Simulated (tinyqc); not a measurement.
Special k points of the simple cubic lattice: one step. Which stars the mesh integrates. Two cases, with inputs chosen for the exercise.

Question. Lattice vectors in units of a: a1 = (1, 0, 0), a2 = (0, 1, 0), a3 = (0, 0, 1); f are fractions of the reciprocal vectors. Evaluate the first six A_m at each irreducible point (k . R = 2 pi sum f_i n_i) and form the weighted means.

A_m(k) = sum over the m-th star of lattice vectors R of cos(k . R), stars in order of length: m = 1: |R|^2 = 1, 6 vectors, such as (1, 0, 0) in the basis a_i; m = 2: |R|^2 = 2, 12 vectors, such as (1, 1, 0) in the basis a_i; m = 3: |R|^2 = 3, 8 vectors, such as (1, 1, 1) in the basis a_i; m = 4: |R|^2 = 4, 6 vectors, such as (2, 0, 0) in the basis a_i; m = 5: |R|^2 = 5, 24 vectors, such as (2, 1, 0) in the basis a_i; m = 6: |R|^2 = 6, 24 vectors, such as (2, 1, 1) in the basis a_i. The zone mean of every A_m is zero.

Case 1.

Irreducible points:
```
f1              f2        f3  weight
0.166667  0.166667  0.166667       8
0.166667  0.166667  0.500000      12
0.166667  0.500000  0.500000       6
0.500000  0.500000  0.500000       1
```

Case 2.

Irreducible points:
```
f1              f2        f3  weight
0.000000  0.000000  0.000000       1
0.000000  0.000000  0.250000       6
0.000000  0.000000  0.500000       3
0.000000  0.250000  0.250000      12
0.000000  0.250000  0.500000      12
0.000000  0.500000  0.500000       3
0.250000  0.250000  0.250000       8
0.250000  0.250000  0.500000      12
0.250000  0.500000  0.500000       6
0.500000  0.500000  0.500000       1
```

Give: A_m at the points; weighted means.

Answer.

Case 1.

A_m at the points:
```
      m=1     m=2     m=3     m=4      m=5      m=6
1   3.000   3.000   1.000  -3.000   -6.000   -3.000
2   0.000  -3.000  -2.000   0.000    6.000    6.000
3  -3.000   0.000   4.000   3.000    0.000  -12.000
4  -6.000  12.000  -8.000   6.000  -24.000   24.000
```

weighted means: m=1 0.000, m=2 0.000, m=3 0.000, m=4 0.000, m=5 0.000, m=6 0.000

Case 2.

A_m at the points:
```
       m=1     m=2     m=3     m=4      m=5     m=6
1    6.000  12.000   8.000   6.000   24.000  24.000
2    4.000   4.000   0.000   2.000    0.000  -8.000
3    2.000  -4.000  -8.000   6.000    8.000  -8.000
4    2.000   0.000   0.000  -2.000   -8.000   0.000
5    0.000  -4.000   0.000   2.000    0.000   8.000
6   -2.000  -4.000   8.000   6.000   -8.000  -8.000
7    0.000   0.000   0.000  -6.000    0.000   0.000
8   -2.000   0.000   0.000  -2.000    8.000   0.000
9   -4.000   4.000   0.000   2.000    0.000  -8.000
10  -6.000  12.000  -8.000   6.000  -24.000  24.000
```

weighted means: m=1 0.000, m=2 0.000, m=3 0.000, m=4 0.000, m=5 0.000, m=6 0.000

All six means vanish: the mesh is exact for functions whose Fourier series ends within these stars.

Computed by tinyqc, one run a case: `OMP_NUM_THREADS=1 python tinyqc.py N N+1 out.jsonl` with N = 1652578, 1681048; one thread of a shared Intel(R) Xeon(R) Processor @ 2.30GHz, about 0.2 s a run at most.
